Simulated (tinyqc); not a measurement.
Five forms on the same table: equation-of-state fits to an energy-volume table made by a known binding curve. Computed by tinyqc, a small Python program. Command: `OMP_NUM_THREADS=1 python tinyqc.py 3020783 3020784 out.jsonl eosfit walk`. One thread of a shared host (Intel(R) Xeon(R) Processor @ 2.30GHz), about 0.03 s of CPU time with the checks.

With x = (V/V_0)^(1/3), the energy per atom is E = -D [1 + eta (x - 1)] exp(-eta (x - 1)), so that B0 = D eta^2/(9 V_0) and B' = 1 + 2 eta/3. B' = dB/dP at P = 0.

Inputs (values chosen for the exercise, for a model crystal):
```
quantity,value,unit
cohesive energy D,5.27,eV/atom
true volume V_0,13.4,angstrom^3/atom
stiffness eta,6.24,-
half-width of the volume window w,0.02,-
shift of the window centre s,-0.0099,-
points N,7,-
compression V/V_0 for the pressure test,0.9,-
noise amplitude,0.049,meV
```

Binding curve: universal binding. Noise: added.

Constants: 1 eV/angstrom^3 = 160.2176634 GPa.

Method:
- B0 and B' from the formulas above; P = -dE/dV at V = c V_0 (c the compression chosen), from the curve itself.
- Table: V_j = V_0 [1 + s + w (2 j/(N - 1) - 1)], j = 0..N-1, rounded to 0.001; E_j from the curve plus the noise amplitude times the listed numbers xi_j (xi_0 first), rounded to 1e-7 eV.
- Murnaghan: E = E0 + (B0 V/B') [(V0/V)^B'/(B' - 1) + 1] - B0 V0/(B' - 1), P = (B0/B') [(V0/V)^B' - 1].
- Birch-Murnaghan: E = E0 + (9 V0 B0/16) [y^3 B' + y^2 (2 - 4 y)], y = (V0/V)^(2/3) - 1; P = (3 B0/2) (x^7 - x^5) [1 + (3/4)(B' - 4)(x^2 - 1)], x = (V0/V)^(1/3).
- Vinet: E = E0 + (9 B0 V0/h^2) {1 + [h (1 - x) - 1] exp(h (1 - x))}, P = 3 B0 (1 - x) x^-2 exp(h (1 - x)), x = (V/V0)^(1/3), h = (3/2)(B' - 1).
- All are least-squares fits to the energies; for polynomials in V, B0 = V E'' and B' = -1 - V E'''/E'' at the minimum.

numbers xi_j, drawn evenly from -1 to 1: [0.7734, -0.6069, 0.7847, -0.0703, -0.3342, 0.7147, 0.1431]

exact B0 = 272.611 GPa

exact B' = 5.16

exact pressure at c V_0 = 37.5531 GPa

Table:
```
V (angstrom^3),E (eV)
12.999,-5.2590977
13.089,-5.2635863
13.178,-5.2667235
13.267,-5.2688572
13.357,-5.2698982
13.446,-5.2698316
13.535,-5.2688595
```

Fitted values:
```
form,V0 (angstrom^3),B0 (GPa),B',P at c V_0 (GPa)
exact,13.400,272.61,5.1600,37.553
parabola in V,13.400,291.24,-1.0000,-
cubic in V,13.399,270.94,6.5777,-
Murnaghan,13.400,271.10,5.9986,39.817
Birch-Murnaghan,13.400,271.08,6.0949,39.282
Vinet,13.400,271.07,6.1118,39.209
```

What follows from these numbers?

In B0 the Murnaghan form comes closest (-0.55 %) and the parabola in V form misses most (+6.83 %). A parabola in V has no third derivative, so its B' is -1 by construction. At c V_0, beyond the window, the pressure errors are Murnaghan +6.0 %, Birch-Murnaghan +4.6 %, Vinet +4.4 %; Murnaghan keeps B linear in P and so runs too stiff under compression.

Extremes, crossings and ranges named in words are read from the listed rows.
